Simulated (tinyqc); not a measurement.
Inside a calculation: free and nearly free electrons in a metal. Values are carried at full precision from step to step, so a last printed digit may differ when a step is redone from the rounded ones.

The cubic cell holds 4 atoms: n = 4 z/a^3, kF = (3 pi^2 n)^(1/3), EF = c kF^2/m, vF = 2 c kF/(m hbar), c = hbar^2/2m0; rs = (3/(4 pi n))^(1/3)/a0; D(EF) = 3 n/(2 EF).

Constants: hbar^2/2m0 = 3.80998211 eV angstrom^2; hbar = 6.58211957e-16 eV s; a0 (Bohr radius) = 0.5291772105 angstrom; kB = 8.617333262e-05 eV/K.

Inputs chosen for the exercise (near those of Au, whose d bands this model ignores; shifted at random, so the results belong to these values and not to a real crystal): a = 4.06 angstrom (fcc lattice constant); z = 1 (free electrons an atom); m = 1 m0 (mass); rho = 2.33 micro-ohm cm (bulk resistivity); T = 300 K; V = 0.92 eV (|V_G| for G = (111)); x = 0.82 (k along G as a share of |G|/2).

## The Fermi sphere

Evaluate the free-electron quantities.

n = 0.05977 1/angstrom^3
kF = 1.2096 1/angstrom
EF = 5.574 eV
vF = 1.400e+06 m/s
rs = 2.998
D(EF) per atom = 0.2691 1/eV

## Relaxation time and mean free path

Drude: 1/rho = n e^2 tau/(m m0) with e = 1.602176634e-19 C and m0 = 9.1093837e-31 kg; mean free path l = vF tau; rho l = hbar kF/(n e^2) = 12 pi^3 hbar/(e^2 S) with S = 4 pi kF^2 does not depend on tau or m.

Use SI units: n in 1/m^3 (1e30 per 1/angstrom^3), rho in ohm m (1e-8 per micro-ohm cm).

tau = 25.48 fs
l = 35.68 nm
rho l = 8.314 1e-16 ohm m^2

Wires lose conductivity to surfaces and grain boundaries, with an excess that scales as rho l over the width and is of the order of rho itself at a width of l = 36 nm.

## Thermal quantities

gamma = (pi^2/3) kB^2 D(EF) per atom, times 96485.33 x 1e3 for mJ/(mol K^2); mu(T) = EF (1 - (pi kB T/EF)^2/12); Wiedemann-Franz kappa = L0 T/rho with L0 = (pi^2/3) (kB/e)^2, kB/e in V/K.

gamma = 0.634 mJ/(mol K^2)
mu - EF = -0.0986 meV
kappa = 315 W/(m K)

## The sphere against the zone faces

Take G = (hkl) 2 pi/a for (111), (200) and (220), with the number of equivalent faces. The Bragg plane of G lies at |G|/2 with |G| = (2 pi/a) sqrt(h^2 + k^2 + l^2). Where kF exceeds it, the sphere cuts the plane in a circle of radius sqrt(kF^2 - G^2/4).

Distance and circle for each G:
```
G      faces  |G|/2 (1/angstrom)  kF/(|G|/2)  circle radius
(111)      8              1.3402      0.9025              -
(200)      6              1.5476      0.7816              -
(220)     12              2.1886      0.5527              -
```

The sphere stays inside the first zone; it reaches 0.903 of the way to the nearest faces.

## Two plane waves near the face

Two plane waves k and k - G, G = (111) (2 pi/a): H = [[c k^2/m, V], [V, c (k - G)^2/m]] with c = hbar^2/2m0.

Build H for k along G, diagonalise, and give the weight of the first wave in the lower state and its velocity along G relative to a free electron, (w k + (1 - w)(k - G))/k.

H (eV):
$$\begin{pmatrix}
4.6017 & 0.9200 \\
0.9200 & 9.5292
\end{pmatrix}$$

levels (eV): [4.4355, 9.6954]

w = 0.9684
v/v_free = 0.9229

The splitting is 5.260 eV here and 2V = 1.84 eV on the face, where the normal velocity vanishes. There the lower band lies at 5.924 eV, above the free EF of 5.574 eV, so the Fermi surface does not reach the face. The real noble metals have necks on these faces, through a gap of 4 to 5 eV at L and their d bands.

## Checks

- Lower level against the closed form of the 2 x 2 problem (eV): both 4.4355.
- The product rho l against hbar kF/(n e^2) (1e-16 ohm m^2): both 8.314.

Run: tinyqc, `OMP_NUM_THREADS=1 python tinyqc.py 1650873 1650874 out.jsonl`; Intel(R) Xeon(R) Processor @ 2.30GHz, one thread, shared host; about 0.01 s of CPU time with all checks.
